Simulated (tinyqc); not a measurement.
UHF in the 3-21g basis, for H2, spin multiplicity 3, step by step. One step of it, computed by the program tinyqc.

Question. Iteration 9 (converged): orbitals. Diagonalise F' = X^T F X, C = X C', fill 2 alpha and 0 beta electrons from the bottom; D(s) = C_occ C_occ^T. Each column has its largest component positive (the first on a tie).

converged F(alpha) (hartree), order 1H 1s, 1H 2s, 2H 1s, 2H 2s:
$$\begin{pmatrix}
-0.229942 & -0.696884 & -0.512129 & -0.555492 \\
-0.696884 & -0.529315 & -0.555492 & -0.501114 \\
-0.512129 & -0.555492 & -0.229942 & -0.696884 \\
-0.555492 & -0.501114 & -0.696884 & -0.529315
\end{pmatrix}$$

converged F(beta) (hartree), order 1H 1s, 1H 2s, 2H 1s, 2H 2s:
$$\begin{pmatrix}
0.510563 & -0.109461 & -0.186419 & -0.143375 \\
-0.109461 & 0.032784 & -0.143375 & -0.034685 \\
-0.186419 & -0.143375 & 0.510563 & -0.109461 \\
-0.143375 & -0.034685 & -0.109461 & 0.032784
\end{pmatrix}$$

X, order 1H 1s, 1H 2s, 2H 1s, 2H 2s:
$$\begin{pmatrix}
1.247972 & -0.481472 & -0.093074 & 0.045433 \\
-0.481472 & 1.766981 & 0.045433 & -0.804190 \\
-0.093074 & 0.045433 & 1.247972 & -0.481472 \\
0.045433 & -0.804190 & -0.481472 & 1.766981
\end{pmatrix}$$

Give: F' = X^T F X; orbital energies; coefficients C; F' = X^T F X; orbital energies; coefficients C; D(alpha) after iteration 9; D(beta) after iteration 9.

Answer.

F' = X^T F X (alpha) (hartree):
$$\begin{pmatrix}
0.3876 & -0.7562 & -0.3119 & -0.0682 \\
-0.7562 & 0.1151 & -0.0682 & -0.1599 \\
-0.3119 & -0.0682 & 0.3876 & -0.7562 \\
-0.0682 & -0.1599 & -0.7562 & 0.1151
\end{pmatrix}$$

orbital energies (alpha) (hartree): MO1 -0.8111, MO2 -0.2327, MO3 0.8420, MO4 1.2072

coefficients C (alpha), order 1H 1s, 1H 2s, 2H 1s, 2H 2s:
$$\begin{pmatrix}
0.3302 & 0.2633 & 0.8080 & -0.9842 \\
0.2887 & 1.2416 & -0.6894 & 1.3794 \\
0.3302 & -0.2633 & 0.8080 & 0.9842 \\
0.2887 & -1.2416 & -0.6894 & -1.3794
\end{pmatrix}$$

F' = X^T F X (beta) (hartree):
$$\begin{pmatrix}
0.9554 & -0.4746 & -0.2688 & -0.0170 \\
-0.4746 & 0.4099 & -0.0170 & -0.1377 \\
-0.2688 & -0.0170 & 0.9554 & -0.4746 \\
-0.0170 & -0.1377 & -0.4746 & 0.4099
\end{pmatrix}$$

orbital energies (beta) (hartree): MO1 -0.0541, MO2 0.3169, MO3 1.0129, MO4 1.4550

coefficients C (beta), order 1H 1s, 1H 2s, 2H 1s, 2H 2s:
$$\begin{pmatrix}
0.1947 & 0.0943 & 0.8509 & -1.0145 \\
0.3967 & 1.4556 & -0.6334 & 1.1513 \\
0.1947 & -0.0943 & 0.8509 & 1.0145 \\
0.3967 & -1.4556 & -0.6334 & -1.1513
\end{pmatrix}$$

D(alpha) after iteration 9, order 1H 1s, 1H 2s, 2H 1s, 2H 2s:
$$\begin{pmatrix}
0.1784 & 0.4223 & 0.0397 & -0.2316 \\
0.4223 & 1.6249 & -0.2316 & -1.4582 \\
0.0397 & -0.2316 & 0.1784 & 0.4223 \\
-0.2316 & -1.4582 & 0.4223 & 1.6249
\end{pmatrix}$$

D(beta) after iteration 9, order 1H 1s, 1H 2s, 2H 1s, 2H 2s:
$$\begin{pmatrix}
0.0000 & 0.0000 & 0.0000 & 0.0000 \\
0.0000 & 0.0000 & 0.0000 & 0.0000 \\
0.0000 & 0.0000 & 0.0000 & 0.0000 \\
0.0000 & 0.0000 & 0.0000 & 0.0000
\end{pmatrix}$$
